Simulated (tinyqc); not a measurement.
Long runs: velocity against field: Monte Carlo simulation of one carrier in a uniform electric field. Computed by tinyqc, a small Python program. Command: `OMP_NUM_THREADS=1 python tinyqc.py 3026941 3026942 out.jsonl mcfl walk`. One thread of a shared host (Intel(R) Xeon(R) Processor @ 2.30GHz), about 1 s of CPU time with the checks.

The force e F acts along +z. Flights end at the constant total rate Gamma; the part of Gamma that the real rates do not fill is self-scattering, which leaves k unchanged. One valley, no impurities; equivalent final valleys enter only through Z_f in the optical rate.

Inputs (values chosen for the exercise, for a model non-polar semiconductor):
```
quantity                                             value       unit
effective mass m                                     0.353        m_0
non-parabolicity alpha                                0.42       1/eV
density rho                                           4670     kg/m^3
sound velocity v_l                                    8800        m/s
acoustic deformation potential D_A                      10         eV
phonon energy hbar w                                  51.8        meV
optical or intervalley deformation potential D_o       4.2  1e8 eV/cm
final valleys Z_f                                        3          -
lattice temperature T                                  150          K
electric field F                                       6.1      kV/cm
energy E_max up to which Gamma must cover the rates    0.6         eV
seed of the random numbers                           91631          -
```

Crystal: non-polar. Band: Kane.

Constants: k_B = 1.380649e-23 J/K; e = 1.602176634e-19 C; hbar = 1.054571817e-34 J s; m_0 = 9.1093837015e-31 kg; hbar = 6.582119569e-16 eV s; k_B = 8.617333262e-05 eV/K.

Method:
- Kane band: hbar^2 k^2/(2 m) = E (1 + alpha E), speed v = hbar k/(m (1 + 2 alpha E)), states per spin, volume and energy g(E) = m k (1 + 2 alpha E)/(2 pi^2 hbar^2); overlap factors are set to 1. Masses are multiplied by m_0 and all formulas are in SI units.
- Phonon occupation N_q = 1/(exp(hbar w/(k_B T)) - 1).
- Acoustic deformation potential (elastic, equipartition, absorption and emission together): 1/tau = 2 pi k_B T D_A^2 g(E)/(hbar rho v_l^2).
- Optical or intervalley deformation potential: 1/tau = (pi Z_f D_o^2/(rho w)) [N_q g(E + hbar w) + (N_q + 1) g(E - hbar w)], with g = 0 below the band edge.
- Gamma is 1.05 times the largest total rate on the grid E = (j + 1/2) E_max/400, j = 0..399.
- On the grid E_j = (j + 1/2) hbar w/12 up to 20 k_B T + 2 hbar w, solve (sum of rates) l(E) = v(E); mu_0 = e sum g v l exp(-E/k_B T)/(3 k_B T sum g exp(-E/k_B T)).
- Flight: t = -ln(r1)/Gamma; k_z grows by e F t/hbar; E follows from the band; dz = (E_end - E_start)/(e F).
- Choice: with cumulative rates in the order acoustic, absorption, emission, the process is the first whose sum exceeds r2 Gamma; if none, self-scattering.
- Final state: E' = E, E + hbar w or E - hbar w gives k'. Isotropic processes: cos(theta) = 1 - 2 r3 from the z axis, phi = 2 pi r4, k' (sin theta cos phi, sin theta sin phi, cos theta).
- Each row: 250 carriers from a thermal start, 1600 flights each, the first half discarded, random numbers not printed; the error is the standard error over ten groups; the mean energy is taken at the ends of flights, which sample time evenly. Fields at which more than 0.02 % of the events exceed Gamma are left out.

Gamma = 12.1132 1e12/s

low-field mobility mu_0 = 7335.85 cm^2/(V s)

Monte Carlo results:
```
F (kV/cm)  drift velocity (1e5 m/s)  error (1e5 m/s)  mu_0 F (1e5 m/s)  mean energy (meV)  real events (%)
1.5                           0.509            0.012            1.1004               38.0             7.95
3.0                           0.697            0.007            2.2008               55.6            11.60
6.1                           0.828            0.006            4.4749               98.0            19.40
```

What does the comparison show, and why?

At the lowest field the drift velocity is 0.46 +/- 0.01 of the ohmic value mu_0 F, at the highest 0.19 +/- 0.00. The mean energy goes from 38 to 98 meV against the parabolic-band thermal value 3 k_B T/2 = 19 meV: the carriers heat, more of them reach the emission threshold, where they lose momentum, and the curve bends below the ohmic line. Only 8 to 19 % of the events are real; the rest is the price of a constant Gamma. Where hbar w is several k_B T, energy relaxes slowly and the low-field energies may still be drifting.

Extremes, crossings and ranges named in words are read from the listed rows.
